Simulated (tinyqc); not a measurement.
What moves the results: shallow acceptor in the spherical four-band model. A value that a table varies takes the place of the one given here.

The ground state 1S3/2 has an L = 0 part f(r) and an L = 2 part g(r). In units of Ry* and a*, with Gaussians f_i = exp(-a_i r^2), g_i = r^2 exp(-a_i r^2), A = a_i + a_j and I(n) = Gamma((n + 1)/2)/(2 A^((n + 1)/2)): S_ff = I(2), S_gg = I(6), H_ff = (6 a_i a_j/A) I(2) - 2 I(1), H_gg = (14 a_i a_j/A) I(6) - 2 I(5), H_fg = -mu [15 I(2) - 20 a_j I(4) + 4 a_j^2 I(6)]; each function is then normalised. The split-off band is left out.

Converged values use 22 exponents 2.2^i, i = -7 to 14, for f and for g.

Units Ry* = Ry/(g1 eps^2) and a* = a0 eps g1; mu = (6 g3 + 4 g2)/(5 g1) is the spherical heavy-light coupling and delta = (g3 - g2)/g1 the cubic term, which is left out.

Constants: Ry = 13.60569312 eV; a0 (Bohr radius) = 0.5291772105 angstrom.

Parameters, chosen for this exercise (near those of a shallow acceptor in InP; not measured data):
- mus = (0.16, 0.37, 0.44, 0.63, 0.72, 0.84, 0.88) (couplings)
- rc = 1.4 angstrom (radius of the central cell)
- Vs = (2, 0, -0.5, -1.5, -2.5, -3.5) eV (central-cell strengths)
- g1 = 5.15 (Luttinger gamma1)
- g2 = 1.6 (gamma2)
- g3 = 2.1 (gamma3)
- eps = 13.2 (dielectric constant)

## Strength of the heavy-light coupling

Ry* = 15.1623 meV

Converged values in Ry* and a*; the heavy-mass hydrogen model gives 1/(1 - mu).

Results:
```
mu    binding (Ry*)  1/(1 - mu)  ratio  L = 2 weight  <r> (a*)  binding (meV)
0.16          1.024       1.190  0.860         0.011     1.471           15.5
0.37          1.142       1.587  0.720         0.059     1.340           17.3
0.44          1.215       1.786  0.681         0.084     1.271           18.4
0.63          1.588       2.703  0.588         0.178     1.005           24.1
0.72          1.960       3.571  0.549         0.237     0.832           29.7
0.84          3.126       6.250  0.500         0.332     0.541           47.4
0.88          4.038       8.333  0.485         0.369     0.425           61.2
```

The binding starts as 1 + O(mu^2), 1.024 at mu = 0.16, since the coupling enters in second order, and reaches 4.04 at mu = 0.88. The ratio to the heavy-mass model falls from 0.86 to 0.48, towards about 0.44 as mu goes to 1: the bound hole is only partly heavy. The L = 2 weight grows to 0.37 and the radius shrinks by a factor 3.5.

## Central-cell correction

mu = 0.73786
a* = 35.973 angstrom

A short-range term V exp(-r^2/rc^2) is added (negative: attracts the hole); its elements are V S (A/(A + 1/rc^2))^(3/2) for f and ^(7/2) for g, in the same units.

Results:
```
V (eV)  1S binding (meV)  2S binding (meV)  <r> (angstrom)  L = 2 weight
2.0                 29.8              9.04            29.9         0.248
0.0                 31.3              9.24            28.5         0.250
-0.5                31.8              9.30            28.1         0.251
-1.5                32.9              9.44            27.2         0.252
-2.5                34.5              9.63            26.0         0.254
-3.5                36.5              9.87            24.6         0.256
```

From V = 0 to -3.5 eV the 1S binding grows by 5.2 meV (17 %) and the 2S binding by 0.63 meV, so the chemical shift sits mainly in the ground state. A repulsion of 2 eV removes 1.5 meV. The slope is 2.07 meV per eV over the last step against 0.74 on the repulsive side, since attraction pulls the state into the cell; over this range the level stays shallow.

## What each parameter does

Converged values. Each row changes one parameter from the base and keeps the others.

Results:
```
case           mu  Ry* (meV)  binding (meV)  <r> (angstrom)
base        0.738      15.16          31.31            28.5
g1 = 5.56   0.683      14.04          25.03            35.2
g2 = 1.36   0.701      15.16          28.20            31.4
g3 = 1.93   0.698      15.16          28.03            31.6
eps = 14.3  0.738      12.92          26.68            30.9
```

The largest shifts from the base row, up to three for each result and ties (the steps differ in size, so this ranks the rows, not the parameters). mu: g1 -0.054, g3 -0.040, g2 -0.037; unchanged at the printed digits by eps. Ry* (meV): eps -2.24, g1 -1.12; unchanged at the printed digits by g2 and g3. binding (meV): g1 -6.28, eps -4.63, g3 -3.28. <r> (angstrom): g1 +6.7, g3 +3.0, g2 +2.8. g1 acts twice: it lowers Ry* and it lowers mu.

Computed by tinyqc, a small Python program: `OMP_NUM_THREADS=1 python tinyqc.py 1282283 1282284 out.jsonl` (the numbers bound the seed that draws the inputs); one thread of a shared host (Intel(R) Xeon(R) Processor @ 2.30GHz), about 0.03 s for the whole set of steps.
